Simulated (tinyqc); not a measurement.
Inside a calculation: cyclotron resonance of ellipsoidal valleys, Ge type. Values are carried at full precision from step to step, so a last printed digit may differ when a step is redone from the rounded ones.

Valleys along [111], [-111], [1-11], [11-1], mass ml along the axis and mt across it. B lies in the (1-10) plane, b = (sin(theta)/sqrt2, sin(theta)/sqrt2, cos(theta)). For the angle phi between B and the axis, 1/mc^2 = cos^2(phi)/mt^2 + sin^2(phi)/(mt ml). Resonance: h nu = 2 muB B/mc, h = 2 pi hbar.

Constants: hbar = 6.58211957e-16 eV s; muB = 5.788381798e-05 eV/T.

Parameters, chosen for this exercise (near those of Ge; not measured data): theta = 82 degrees (angle of B from [001] towards [110]); ml = 1.635 m0 (longitudinal mass); mt = 0.078 m0 (transverse mass); nu = 9.4 GHz (microwave frequency); tau = 170 ps (scattering time).

## Angles to the valley axes

Give b and cos^2(phi) for each axis.

b: 0.7002  0.7002  0.1392

cos^2(phi): [111] 0.7901, [-111] 0.0065, [1-11] 0.0065, [11-1] 0.5303

## Cyclotron masses and resonance fields

For each axis, mc and B = h nu mc/(2 muB).

Resonances:
```
axis    mc (m0)   B (T)
[111]    0.0872  0.0293
[-111]   0.3361  0.1129
[1-11]   0.3361  0.1129
[11-1]   0.1049  0.0352
```

3 distinct masses appear; the limits are mt = 0.078 (B along the axis) and sqrt(ml mt) = 0.3571 (B across it).

## The same from the mass tensor

For the valley along [11-1]: M = mt 1 + (ml - mt) a a^T, and mc^2 = det M/(b M b).

M (m0), lower triangle:
```
         x        y       z
x   0.5970
y   0.5190   0.5970
z  -0.5190  -0.5190  0.5970
```

det M = 0.0099473
b M b = 0.9036
mc = 0.1049 m0

## Line shape

For linear polarisation and one isotropic mass the absorbed power goes as P = [1 + (w^2 + wc^2) tau^2]/([1 + (wc^2 - w^2) tau^2]^2 + 4 w^2 tau^2), w = 2 pi nu. List it for wc/w = 0, 0.5, 0.8, 0.9, 1, 1.1, 1.2, 1.5 and 2, which is B over the resonance field.

w tau = 10.041

Power:
```
wc/w         P
0.0   0.009822
0.5    0.02128
0.8     0.1009
0.9     0.2504
1.0     0.5012
1.1     0.2501
1.2     0.1004
1.5    0.01987
2.0   0.005461
```

The largest listed value lies at wc/w = 1.0, 51.0 times the zero-field value. With w tau well above 1 the line is sharp, of relative half width about 1/(w tau). The closest two lines of this crystal are 20.3 % apart, so they are resolved.

## Checks

- Rotation frequency of dv/dt = -M^-1 (v x b) for the valley along [11-1], in units of e B/m0, against 1/mc: both 9.5311.

Run: tinyqc, `OMP_NUM_THREADS=1 python tinyqc.py 1281245 1281246 out.jsonl`; Intel(R) Xeon(R) Processor @ 2.30GHz, one thread, shared host; about 0.01 s of CPU time with all checks.
